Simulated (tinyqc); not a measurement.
Inside a calculation. Model: resistance of a source-drain extension with a graded tip.

tinyqc, about 0.03 s, one thread, Intel Xeon 2.30GHz (shared host): `OMP_NUM_THREADS=1 python tinyqc.py 2282245 2282246 out.jsonl` Printed values are rounded.

y runs along the channel, the gate covers y > 0. The doping is N0 for y < y0 and N0 10^(-(y - y0)/la) beyond, uniform over the depth xj. Sheet conductance s(y) = q mu(N) max(N - Nch, 0) xj + (for y > 0) ma Cox Vo, with mu(N) = u0 + (u1 - u0)/(1 + (N/Nr)^au) and Cox = eps0 eox/tox. Current is taken as one-dimensional; depletion of the tip, spreading and the contact are left out. The metallurgical junction lies at yj, where N = Nch.

Inputs (values chosen for the exercise); mobility law close to that of electrons in silicon: relative permittivity of the gate insulator (close to aluminium oxide) eox = 8.97; insulator thickness tox = 8.7 nm; active doping of the extension far from the gate N0 = 5.2e19 cm^-3; lateral abruptness la = 5.2 nm/decade; position under the gate where the fall begins (gate edge at 0) y0 = 1.2 nm; depth of the extension xj = 7 nm; channel doping Nch = 6.3e17 cm^-3; gate overdrive Vo = 0.56 V; mobility of the gate-induced layer ma = 110 cm^2/(V s); mobility at low doping u1 = 1414 cm^2/(V s); mobility at high doping u0 = 68.5 cm^2/(V s); reference doping Nr = 9.2e16 cm^-3; exponent au = 0.711; gate length Lg = 60 nm.

Constants: q = 1.602176634e-19 C, eps0 = 8.8541878128e-14 F/cm where lengths are in cm. Results are converted to the units shown.

## Sheet resistances and junction position

yj = y0 + la log10(N0/Nch); sheet resistance of the full extension 1/[q mu(N0)(N0 - Nch) xj] and of the gate-induced layer 1/(ma Cox Vo); metallurgical length Lg - 2 yj; ye is where the doped and the gate-induced conductances are equal.

yj = 11.16665 nm
sheet resistance of the extension = 2086.238 ohm/square
sheet resistance of the induced layer = 17782.69 ohm/square
metallurgical length = 37.66671 nm
ye = 7.099293 nm
N at ye = 3.815259e18 cm^-3

The gate takes over 4.07 nm before the junction, where N is still 6.06 times the channel doping.

## Resistance of the overlapped part

Midpoint rule on 8 equal steps from 0 to yj: R_ov = sum h/s(y), per width.

```
point     y (nm)    N (cm^-3)  doped conductance (uS)  sheet resistance (ohm/square)
0      0.6979154       5.2e19                479.3317                       1867.183
1       2.093746  3.500492e19                338.9004                       2530.782
2       3.489577  1.886688e19                201.2148                       3884.260
3       4.885408  1.016883e19                122.2851                       5601.627
4       6.281239  5.480776e18                75.22467                       7606.926
5       7.677069  2.954017e18                45.29136                       9849.709
6       9.072900  1.592150e18                24.28983                       12418.61
7       10.46873  8.581339e17                7.595198                       15666.70
```

R_ov = 82.948 ohm um

The exact integral is 83.176 ohm um; the coarse sum is 0.27 % below it.
